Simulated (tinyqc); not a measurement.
# FinFET, parasitic resistance, capacitance and delay: effects of single changes

Nf fins under one contact; each has gated perimeter p = 2 Hf + Wf and cross-section A = Hf Wf; contact width Wc = Nf pf, stack height Hs = Hf. Contact length Lc = CPP - Lg - 2 Lsp, shared by two neighbouring gates. Source and drain sides are equal. The formulas are first-order estimates, not field solutions.

Parameters, values chosen for the exercise; values close to those of silicon logic devices: temperature T = 300 K; number of fins Nf = 2; fin height Hf = 35 nm; fin width Wf = 6 nm; fin pitch pf = 30 nm; contacted gate pitch CPP = 51 nm; gate length Lg = 14 nm; spacer length Lsp = 8 nm; relative permittivity of the spacer ks = 4.5; gate height above the channel stack Hc = 20 nm; contact resistivity rc = 1.1e-9 ohm cm^2; resistivity of the source-drain epitaxy re = 0.00028 ohm cm; current-carrying depth of the epitaxy te = 15 nm; resistivity of the extension rx = 0.00064 ohm cm; gate overlap Lov = 2 nm; inversion capacitance Cinv = 2.9 uF/cm^2; injection velocity vx = 9.3e6 cm/s; apparent mobility mu = 130 cm^2/(V s); threshold at zero drain voltage VT = 0.3 V; barrier lowering dl = 0.068 V/V; subthreshold factor n = 1.11; wire load Cw = 0.12 fF; supply voltage Vdd = 0.6 V.

Constants: q = 1.602176634e-19 C, kB = 1.380649e-23 J/K, eps0 = 8.8541878128e-12 F/m, Vt = kB T/q. Results are converted to the units shown.

Each table varies one quantity; the others keep the values above.

## Effect of the wire load

Epitaxy sheet resistance Rsh = re/te, transfer length LT = sqrt(rc/Rsh), contact Rc = [sqrt(rc Rsh)/Wc] coth(Lc/(2 LT)); extension of one fin Rx = rx Lsp/A. With N fins: gate Cg = Cinv p N Lg; per side, plate Cp = ks eps0 [Wc (Hs + Hc) - N A]/Lsp, top fringe Cf = (2/pi) ks eps0 Wc ln(1 + Lg/(2 Lsp)), overlap Co = Cinv p N Lov. One fin: I = p Q vx u/(1 + |u|^1.8)^(1/1.8), Q = Cinv n Vt ln(1 + exp((Vg' - VT + dl Vd')/(n Vt))), u = Vd' mu/(vx Lg), Vg' = Vgs - v, Vd' = Vds - 2 v, with the drop on each side v = Rc (sum of I) + Rx I. Ieff = [I(Vgs = Vdd, Vds = Vdd/2) + I(Vdd/2, Vdd)]/2, total currents. With Cs = Cp + Cf + Co, the load of an inverter of two such devices driving an equal one is CL = 2 (Cg + 2 Cs) + 4 Cs + Cw (own drains counted twice for the Miller effect); delay CL Vdd/(2 Ieff).

The same in every row: Rc (ohm) = 185.4; Rx/N (ohm) = 121.9; Ieff (uA) = 60.73.

Results:

| Cw (fF) | CL (aF) | delay (ps) |
|---|---|---|
| 0.02 | 336.4 | 1.661 |
| 0.043 | 359.4 | 1.775 |
| 0.093 | 409.4 | 2.022 |
| 0.2 | 516.4 | 2.551 |
| 0.43 | 746.4 | 3.687 |
| 2 | 2316 | 11.44 |

Estimate the missing row, Cw = 0.93 fF.

Computed row:

| Cw (fF) | CL (aF) | delay (ps) |
|---|---|---|
| 0.93 | 1246 | 6.156 |

With this row back in the table: As Cw goes from 0.02 to 2 fF, Ieff stays at 60.7 uA, CL rises from 336 to 2320 aF and the delay rises from 1.66 to 11.4 ps.

## Effect of the relative permittivity of the spacer

Same model as above.

The same in every row: Rc (ohm) = 185.4; Rx/N (ohm) = 121.9; Ieff (uA) = 60.73.

Result of one run:

| ks | CL (aF) | delay (ps) |
|---|---|---|
| 5.5 | 463.6 | 2.290 |

What becomes of these results when the relative permittivity of the spacer ks is changed from 5.5 to 4, all else the same?

Result of the changed run:

| ks | CL (aF) | delay (ps) |
|---|---|---|
| 4 | 422.8 | 2.088 |

The whole series:

| ks | CL (aF) | delay (ps) |
|---|---|---|
| 1 | 341.2 | 1.685 |
| 2 | 368.4 | 1.820 |
| 3 | 395.6 | 1.954 |
| 4 | 422.8 | 2.088 |
| 5.5 | 463.6 | 2.290 |
| 7 | 504.4 | 2.491 |

As ks goes from 1 to 7, Ieff stays at 60.7 uA, CL rises from 341 to 504 aF and the delay rises from 1.69 to 2.49 ps.

Numbers from tinyqc (`OMP_NUM_THREADS=1 python tinyqc.py 2170033 2170034 out.jsonl`; about 0.02 s on one thread of a shared Intel Xeon 2.30GHz).
